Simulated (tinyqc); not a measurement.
What each parameter does: configuration-coordinate model of carrier capture at a defect.

Two parabolas of equal curvature k in one coordinate Q: with the carrier free at the band edge, U_f = k Q^2/2; with the carrier trapped, U_t = k (Q - dQ)^2/2 - ET. ER = k dQ^2/2, Huang-Rhys factor S = ER/hw, hw = 0.0646541 sqrt(k/M) eV for k in eV/angstrom^2 and M in u. The curves cross at a height Eb = (ER - ET)^2/(4 ER) above the free minimum.

Multiphonon factor for giving p = ET/hw phonons to the lattice: W = exp(-S (2 nb + 1)) ((nb + 1)/nb)^(p/2) I_p(x), nb = 1/(exp(hw/kT) - 1), x = 2 S sqrt(nb (nb + 1)), I_p the modified Bessel function. Classical limit: W = hw exp(-Eb/kT)/sqrt(4 pi ER kT). At T = 0: exp(-S) S^p/Gamma(p + 1).

Constants: kB = 8.617333262e-05 eV/K.

Values chosen for the exercise (of the size met at a DX centre in AlGaAs; shifted at random, so the results belong to these values and not to a real crystal): ET = 0.08 eV (thermal depth of the level below the band edge); ER = 0.82 eV (relaxation energy); hw = 0.011 eV (phonon energy of the mode); T = 200 K (temperature).

Eb, log10 W and the full width 2.35482 sqrt(ER hw coth(hw/2kT)).

One parameter was then changed.

Results before and after:
```
case,Eb (eV),log10 W,full width (eV)
base,0.1670,-5.744,0.4025
changed,0.1793,-6.066,0.4146
```

Which of these changes was made? (a) ER = 0.87 eV; (b) hw = 0.0132 eV; (c) ET = 0.12 eV; (d) T = 230 K.
Answer: (a) ER = 0.87 eV. Of the candidates, run in turn, only this one gives the changed row.

All candidates:
```
case,Eb (eV),log10 W,full width (eV)
base,0.1670,-5.744,0.4025
ET = 0.12 eV,0.1494,-5.303,0.4025
ER = 0.87 eV,0.1793,-6.066,0.4146
hw = 0.0132 eV,0.1670,-5.645,0.4054
T = 230 K,0.1670,-5.241,0.4299
```

Computed by tinyqc, a small Python program: `OMP_NUM_THREADS=1 python tinyqc.py 1480313 1480314 out.jsonl` (the numbers bound the seed that draws the inputs); one thread of a shared host (Intel(R) Xeon(R) Processor @ 2.30GHz), about 0.01 s for the whole set of steps.
